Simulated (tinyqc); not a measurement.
Inside a calculation. Model: grain growth, pinning, strength and diffusional creep of a polycrystal or thin film. Computed by tinyqc, a small Python program that keeps every step. Command: `OMP_NUM_THREADS=1 python tinyqc.py 3028647 3028648 out.jsonl grain walk`. One thread of a shared host (Intel(R) Xeon(R) Processor @ 2.30GHz), about 0.01 s of CPU time with the checks. Intermediate numbers are printed to about 6 digits and carried at full precision; extremes and crossings named in words are read from the listed rows.

One mean grain size d describes the structure.

Inputs (values chosen for the exercise, modelled on copper): shear modulus G = 48.7 GPa; Burgers vector b = 2.556 angstrom; atomic volume Omega = 11.81 angstrom^3; boundary energy gamma = 0.59 J/m^2; mobility prefactor M0 = 2.1e-06 m^4/(J s); activation energy of boundary motion Q_m = 1.12 eV; anneal temperature T = 594 K; anneal time t = 2000 s; initial grain size d0 = 190 nm; particle volume fraction f = 0.0053; particle radius r = 29 nm; film thickness h = 1200 nm; surface energy gamma_s = 1.8 J/m^2; friction stress sigma_0 = 20 MPa; Hall-Petch slope k_y = 0.095 MPa m^0.5; lattice diffusion energy Q_l = 2.13 eV; boundary diffusion energy Q_b = 0.996 eV; lattice prefactor D0 = 0.00016 m^2/s; boundary prefactor delta D0b = 2e-14 m^3/s; applied stress sigma = 43 MPa; service temperature T_c = 572 K.

Sample: thin film on a substrate.

Constants: k_B = 8.617333262e-05 eV/K; k_B = 1.380649e-23 J/K.

## Mobility and the sizes at which growth stops

M = M0 exp(-Q_m/(k_B T)). The driving pressure is 2 gamma/d. Zener pinning pressure 3 f gamma/(2 r) stops growth at d_Z = 4 r/(3 f). Grooves where boundaries meet the surface have the angle theta = arcsin(gamma/(2 gamma_s)) and are taken to stop growth at d_h = h/(2 theta), a few film thicknesses; the limit is 1/d_lim = 1/d_Z + 1/d_h.

mobility M = 6.60096e-16 m^4/(J s)

Zener size d_Z = 7295.60 nm

groove angle theta = 0.164632 rad

groove limit d_h = 3644.50 nm

limit d_lim = 2430.40 nm

The grooves set the tighter limit.

## Grain size after the anneal

dd/dt = 2 M gamma (1/d - 1/d_lim) integrates to 2 M gamma t = d_lim (d0 - d) + d_lim^2 ln[(d_lim - d0)/(d_lim - d)]; without pinning d^2 = d0^2 + 4 M gamma t.

size without pinning = 1775.32 nm

grain size d = 1372.33 nm

Pinning holds d to 77 % of the free value.

## Yield stress

Hall-Petch term k_y/sqrt(d). Orowan term 3.06 x 0.4 G b ln(2 rbar/b)/(pi lambda sqrt(1 - nu)) with nu = 1/3, rbar = sqrt(2/3) r, lambda = rbar (sqrt(pi/f) - 2). Film term (threading dislocation, matched substrate, the geometry of an fcc (111) film taken for all cases): 3.464 G b ln(2 h/b)/(4 pi (1 - nu) h). The terms are added to sigma_0.

Hall-Petch term = 81.0950 MPa

Orowan term = 58.6178 MPa

film term = 39.2341 MPa

yield stress = 198.947 MPa

The largest term is the Hall-Petch one. The anneal changed the Hall-Petch term from 218 to 81 MPa.

## Diffusional creep at T_c

Nabarro-Herring rate = 14 sigma Omega D_l/(k_B T d^2), D_l = D0 exp(-Q_l/(k_B T)); Coble rate = 14 pi sigma Omega delta D_b/(k_B T d^3), delta D_b = delta D0b exp(-Q_b/(k_B T)); they are equal at d_x = pi delta D_b/D_l.

Nabarro-Herring rate = 1.30787e-11 1/s

Coble rate = 3.66955e-05 1/s

crossover size d_x = 3.85042e+06 micrometre

time to 1 % strain = 272.513 s

Boundary diffusion carries the creep, by a factor 2.8e6.

## Strength against creep resistance

Hall-Petch term k_y/sqrt(d).

At T_c and sigma:
```
d (nm)  Hall-Petch term (MPa)  Nabarro-Herring (1/s)  Coble (1/s)  time to 1 % (s)
30                    548.483            2.73677e-08  3.51257e+00      2.84692e-03
100                   300.416            2.46309e-09  9.48395e-02      1.05441e-01
300                   173.445            2.73677e-10  3.51257e-03      2.84692e+00
1000                   95.000            2.46309e-11  9.48395e-05      1.05441e+02
3000                   54.848            2.73677e-12  3.51257e-06      2.84691e+03
10000                  30.042            2.46309e-13  9.48395e-08      1.05441e+05
100000                  9.500            2.46309e-15  9.48395e-11      1.05439e+08
```

From 100 micrometre to 30 nm grains the Hall-Petch term grows 58 times, while the time to 1 % strain shrinks by 10.6 decades. Coble creep rules in 7 of the seven rows (d_x is a millimetre or more). Fine grains resist slip but creep fast. The Hall-Petch value at 30 nm is at the edge of that law, and in a film grains much larger than h lose atoms to the surfaces instead.

## Growth with time

The formulas are those given above.

At T:
```
t (s)  free growth (nm)  pinned growth (nm)   d/d_lim
11               230.73              227.51  0.093609
38               308.70              298.72  0.122912
110              455.48              429.40  0.176680
380              792.51              709.81  0.292056
1100            1322.77             1094.99  0.450538
3800            2440.46             1701.64  0.700147
11000           4143.93             2200.75  0.905510
38000           7696.33             2424.45  0.997550
```

The apparent exponent d ln d/d ln t of the pinned growth is at most about 0.41, below the ideal 1/2, and falls to 0.078 in the last rows: the initial size hides the law early and pinning hides it late.

Checks made by the program: d against numerical integration (relative difference 1e-09).
